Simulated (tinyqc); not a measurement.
Long-channel MOSFET, surface-potential model: one step of the calculation.

n-channel transistor on a uniformly doped p-type body, gradual-channel approximation, constant mobility, Boltzmann statistics, full ionisation. Potentials are counted from the neutral body; V is the electron quasi-Fermi potential, Vsb at the source and Vsb + Vds at the drain. Charges are magnitudes per area.

Task. Charges and current of the charge-sheet model. psi_0 and psi_L solve Vgs + Vsb - Vfb - psi = gamma sqrt(G) at V = Vsb and Vsb + Vds. Qi = Cox gamma [sqrt(G) - sqrt(psi - Vt)], G = psi - Vt + Vt exp((psi - 2 phiF - V)/Vt), at both ends. With U = Vgs + Vsb - Vfb: drift = mu (W/L) Cox [U (psi_L - psi_0) - (psi_L^2 - psi_0^2)/2 - (2/3) gamma ((psi_L - Vt)^1.5 - (psi_0 - Vt)^1.5)]; diffusion = mu (W/L) Vt (Qi0 - QiL).

Parameters, values chosen for the exercise; material values close to those of silicon: temperature T = 400 K; flat-band voltage Vfb = -0.46 V; channel mobility mu = 220 cm^2/(V s); gate width W = 2 um; gate length L = 2 um; source-body reverse bias Vsb = 0 V; gate-source voltage Vgs = 0.63 V; drain-source voltage Vds = 1.2 V.

Constants: q = 1.602176634e-19 C, kB = 1.380649e-23 J/K, Vt = kB T/q. Results are converted to the units shown.

psi_0 = 0.73404737 V
psi_L = 0.75393826 V
phiF = 0.34740787 V
Cox = 0.40260513 uF/cm^2
gamma = 0.39619871 V^0.5

Find: Qi0; QiL; drift current; diffusion current; drain current.

Result.

Qi0 = 9.8916 nC/cm^2
QiL = 1.3686e-14 nC/cm^2
drift current = 0.021633 uA
diffusion current = 0.075010 uA
drain current = 0.096643 uA

Drift carries 22.4 % of the current. The drain end is pinched off: its charge is under 1 % of that at the source.

Numbers from tinyqc (`OMP_NUM_THREADS=1 python tinyqc.py 2360122 2360123 out.jsonl`; about 0.05 s on one thread of a shared Intel Xeon 2.30GHz).
